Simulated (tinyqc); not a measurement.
Lateral field, substrate current, probability of reaching the oxide barrier and hot-carrier lifetime of a silicon transistor (pseudo-two-dimensional and lucky-electron models): one step, computed by the program tinyqc.

Local-field models: a lucky carrier gains its energy at the peak field over a path free of collisions. Voltages are magnitudes.

Problem. Peak lateral field. C_ox = 3.9 eps_0/t; F_sat = 2 v_s/mu; V_Dsat = V_ov F_sat L/(V_ov + F_sat L), V_ov = V_G - V_T; I_D/W = C_ox v_s (V_ov - V_Dsat). Scale length l = 0.22 t^(1/3) x_j^(1/2) (all in cm); F_m = sqrt(((V_D - V_Dsat)/l_e)^2 + F_sat^2), with l_e = l; length of the velocity-saturated region l_e ln((V_D - V_Dsat)/(l_e F_sat) + F_m/F_sat).

Inputs (values chosen for the exercise, modelled on a silicon p-channel):
```
quantity                             value                      unit
channel length L                       440                        nm
oxide thickness t                      9.2                        nm
junction depth x_j                     140                        nm
mobility mu                            130                cm^2/(V s)
saturation velocity v_s                0.7                  1e7 cm/s
threshold voltage V_T                 0.61                         V
gate voltage V_G                       3.3                         V
drain voltage V_D                        5                         V
ionisation prefactor A_i           7.7e+06                      1/cm
ionisation field B_i                  3.68                     MV/cm
hot-carrier mean free path lambda      5.1                        nm
oxide barrier phi_b                    4.6                        eV
interface-trap threshold phi_it        4.7                        eV
lifetime constant H                   1000  s microampere/micrometre
```

Drain: abrupt.

Constants: eps_0 = 8.8541878128e-12 F/m.

Give: scale length l; peak field F_m; velocity-saturated length; energy gained over one free path, e lambda F_m.

Solution.

scale length l = 80.060 nm

peak field F_m = 424.11 kV/cm

velocity-saturated length = 163.91 nm

energy gained over one free path, e lambda F_m = 0.21629 eV

Caution: the empirical formula for l was fitted to oxides of about 15 nm or more; for thinner ones it is an extrapolation.
